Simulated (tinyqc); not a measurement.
Inputs raised by 2 %, one at a time: leakage currents through a thin dielectric. Computed by tinyqc, a small Python program. Command: `OMP_NUM_THREADS=1 python tinyqc.py 3024260 3024261 out.jsonl leak sens`. One thread of a shared host (Intel(R) Xeon(R) Processor @ 2.30GHz), about 0.03 s of CPU time with the checks.

Electrons leave an electrode with Fermi energy E_F above its band bottom; barriers are counted from the Fermi level, and both electrodes are alike.

Inputs (values chosen for the exercise, modelled on Ta2O5): barrier height phi_B = 0.846 eV; tunnelling mass m = 0.27 m_0; static permittivity k = 24.3; optical permittivity k_o = 4.25; trap depth phi_t = 0.7 eV; Poole-Frenkel prefactor sigma_0 = 3.2e-05 S/cm; thickness t = 2.9 nm; voltage V = 0.95 V; temperature T = 300 K.

Stack: single layer.

Constants: m_0 = 9.1093837015e-31 kg; e = 1.602176634e-19 C; hbar = 1.054571817e-34 J s; eps_0 = 8.8541878128e-12 F/m; k_B = 8.617333262e-05 eV/K; k_B = 1.380649e-23 J/K; h = 6.62607015e-34 J s.

Method:
- Field F = V/t; equivalent oxide thickness 3.9 t/k.
- WKB: a layer of mass m, field F and barrier b(x) = b_0 - e F x gives the exponent (4 sqrt(2 m)/(3 hbar e F)) [b_0^(3/2) - max(b_0 - e F t, 0)^(3/2)] for b_0 > 0; b_0 = barrier - (E - E_F); the transmission is D(E) = exp(-sum of exponents), without image force.
- Schottky emission J = A T^2 exp(-(phi_B - sqrt(e^3 F/(4 pi k_o eps_0)))/k_B T), A = 4 pi e m k_B^2/h^3 with the tunnelling mass; Poole-Frenkel J = sigma_0 F exp(-(phi_t - sqrt(e^3 F/(pi k_o eps_0)))/k_B T); both use the field F of the dielectric.

Runs; columns: (1) input moved; (2) from; (3) to; (4) Poole-Frenkel current density (A/cm^2); (5) transmission D(E_F); (6) equivalent oxide thickness (nm); (7) Schottky current density (A/cm^2):
```
(1)                          (2)      (3)     (4)         (5)      (6)       (7)
base run                       -        -  28.474  2.1796e-04  0.46543  0.007079
barrier height phi_B (eV)  0.846  0.86292  28.474  1.6904e-04  0.46543  0.003679
tunnelling mass m (m_0)     0.27   0.2754  28.474  2.0042e-04  0.46543  0.007221
static permittivity k       24.3   24.786  28.474  2.1796e-04  0.45631  0.007079
trap depth phi_t (eV)        0.7    0.714  16.568  2.1796e-04  0.46543  0.007079
thickness t (nm)             2.9    2.958  21.656  1.8414e-04  0.47474  0.006235
voltage V (V)               0.95    0.969  37.535  2.5714e-04  0.46543  0.008047
temperature T (K)            300      306  29.211  2.1796e-04  0.46543  0.010867
```

Exponents ln(y'/y) / ln(x'/x):
```
input                  Poole-Frenkel current density  transmission D(E_F)  equivalent oxide thickness  Schottky current density
barrier height phi_B                           0.000              -12.836                           0                   -33.051
tunnelling mass m                              0.000               -4.237                           0                     1.000
static permittivity k                          0.000                0.000                          -1                     0.000
trap depth phi_t                             -27.347                0.000                           0                     0.000
thickness t                                  -13.823               -8.515                           1                    -6.412
voltage V                                     13.951                8.348                           0                     6.475
temperature T                                  1.290                0.000                           0                    21.643
```

To which inputs is each result most sensitive?

Among the inputs moved here: Poole-Frenkel current density answers most in size to trap depth phi_t (exponent -27.347), next to voltage V (+13.951); its exponent is below 0.0005 for barrier height phi_B, tunnelling mass m, static permittivity k. Transmission D(E_F) answers most in size to barrier height phi_B (exponent -12.836), next to thickness t (-8.515); its exponent is below 0.0005 for static permittivity k, trap depth phi_t, temperature T. equivalent oxide thickness answers most in size to static permittivity k (exponent -1.000), and about equally to thickness t (+1.000); its exponent is below 0.0005 for barrier height phi_B, tunnelling mass m, trap depth phi_t, voltage V, temperature T. Schottky current density answers most in size to barrier height phi_B (exponent -33.051), next to temperature T (+21.643); its exponent is below 0.0005 for static permittivity k, trap depth phi_t.
